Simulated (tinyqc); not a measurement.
Hydrogenic donor in a hard-walled well (variational): sweeps and comparisons. A value that a table varies takes the place of the one given here.

Trial function cos(pi z/L) exp(-r/lam), r measured from the donor at zi, walls at +/- L/2, one eps everywhere. Counted from the lowest subband, E(lam) = c/(m lam^2) - (q/eps) I0/I1, with I0 the integral of cos^2(pi z/L) exp(-2|z - zi|/lam) over the well and I1 the same with the factor (|z - zi| + lam/2); c = hbar^2/2m0, q = e^2/(4 pi eps0). The binding energy is -E at the minimum.

Constants: hbar^2/2m0 = 3.80998211 eV angstrom^2; e^2/(4 pi eps0) = 14.39964547 eV angstrom; Ry = 13.60569312 eV.

Parameters, chosen for this exercise (near those of GaAs; shifted at random, so the results belong to these values and not to a real crystal): m = 0.07 m0 (mass); eps = 13.1 (dielectric constant); Ls = (22, 39, 81, 174, 396, 631, 1373) angstrom (widths); L = 129 angstrom (well width); zi = 20 angstrom (position of the donor from the centre).

## Width of the well

Ry* = 5.5498 meV
a* = 99.032 angstrom

Donor at the centre and at the wall (zi = L/2).

Binding:

| L (angstrom) | L/a* | centre (meV) | in Ry* | wall (meV) | in Ry* | centre/wall |
|---|---|---|---|---|---|---|
| 22 | 0.22 | 18.09 | 3.259 | 13.22 | 2.382 | 1.37 |
| 39 | 0.39 | 16.18 | 2.916 | 10.64 | 1.916 | 1.52 |
| 81 | 0.82 | 13.32 | 2.399 | 7.56 | 1.362 | 1.76 |
| 174 | 1.76 | 10.28 | 1.853 | 4.97 | 0.896 | 2.07 |
| 396 | 4.00 | 7.64 | 1.377 | 3.05 | 0.550 | 2.50 |
| 631 | 6.37 | 6.64 | 1.196 | 2.33 | 0.421 | 2.84 |
| 1373 | 13.86 | 5.82 | 1.049 | 1.65 | 0.298 | 3.52 |

What does this show, and why?

At the centre the binding falls from 3.26 to 1.05 Ry*, between the limits 4 and 1. At the wall it falls from 2.38 to 0.30 Ry*, towards 1/4: the wall forces a node through the donor, as in a 2p state. With this trial function, which underbinds wall donors by about a tenth, the wall donor drops below the bulk value between 81 and 174 angstrom. The ratio grows from 1.37 to 3.52.

## Position of the donor

Fixed width; zi from the centre to the wall.

Binding:

| 2 zi/L | zi (angstrom) | lam (angstrom) | binding (meV) | in Ry* |
|---|---|---|---|---|
| 0.0 | 0.0 | 85.3 | 11.44 | 2.061 |
| 0.2 | 12.9 | 87.2 | 11.00 | 1.982 |
| 0.4 | 25.8 | 93.8 | 9.83 | 1.771 |
| 0.6 | 38.7 | 106.7 | 8.31 | 1.497 |
| 0.8 | 51.6 | 125.1 | 6.92 | 1.247 |
| 0.9 | 58.0 | 134.9 | 6.36 | 1.146 |
| 1.0 | 64.5 | 144.2 | 5.89 | 1.062 |

How do the results move?

Uniform doping spreads the level over 5.54 meV, from 11.44 at the centre to 5.89 at the wall, while lam grows by 69 %. The slope is flat at the centre, which gives a peak in the density of donor states there, and steepest between 2 zi/L = 0.4 and 0.6.

## What each parameter does

The minimum over lam; Ry* = Ry m/eps^2. Each row changes one parameter from the base and keeps the others.

Results:

| case | binding (meV) | lam (angstrom) | binding/Ry* |
|---|---|---|---|
| base | 10.43 | 90.1 | 1.879 |
| m = 0.084 m0 | 11.72 | 77.9 | 1.760 |
| eps = 14.4 | 8.93 | 97.1 | 1.943 |
| L = 168 angstrom | 9.85 | 92.9 | 1.775 |
| zi = 10 angstrom | 11.17 | 86.4 | 2.013 |

What does this show?

The largest shifts from the base row, up to three for each result and ties (the steps differ in size, so this ranks the rows, not the parameters). binding (meV): eps -1.50, m +1.29, zi +0.74. lam (angstrom): m -12.2, eps +7.0, zi -3.7. binding/Ry*: zi +0.134, m -0.119, L -0.104.

(tinyqc, `OMP_NUM_THREADS=1 python tinyqc.py 1250109 1250110 out.jsonl`, Intel(R) Xeon(R) Processor @ 2.30GHz, 1 thread, shared host, about 0.04 s.)
